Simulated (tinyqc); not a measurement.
# Dose and depth of a threshold implant

Question. A sheet of D acceptors per cm^2 lies at depth xi inside the depleted layer of a body doped Na. In the depletion approximation VT = Vfb + f2 + q D/Cox + gamma sqrt(f2 + Vsb - q D xi/(eps0 eps_r)), gamma = sqrt(2 eps0 eps_r q Na)/Cox, Cox = eps0 eox/tox. Find gamma, D and xi.

Parameters, values chosen for the exercise; band and dielectric values close to those of silicon: relative permittivity eps_r = 11.8; acceptor density deep in the body Na = 3.7e16 cm^-3; relative permittivity of the gate insulator (close to silicon dioxide) eox = 3.9; insulator thickness tox = 4.4 nm; flat-band voltage Vfb = -0.88 V; band bending 2 phiF at threshold f2 = 0.788 V.

Constants: q = 1.602176634e-19 C, eps0 = 8.8541878128e-14 F/cm where lengths are in cm. Results are converted to the units shown.

VT against the source at Vsb = 0 and 2.5 V (V): [0.066923534, 0.20446415]

Solution. With y^2 = f2 - q D xi/(eps0 eps_r) and d the difference of the thresholds over gamma, sqrt(y^2 + Vsb) - y = d gives y = (Vsb - d^2)/(2 d). The first threshold then gives D, and y^2 gives xi.

gamma = 0.1418 V^0.5
D = 2.200e11 cm^-2
xi = 42.00 nm

Computed by the program tinyqc: `OMP_NUM_THREADS=1 python tinyqc.py 2080122 2080123 out.jsonl`, one thread of a shared Intel Xeon 2.30GHz, about 0.5 s for the whole run.
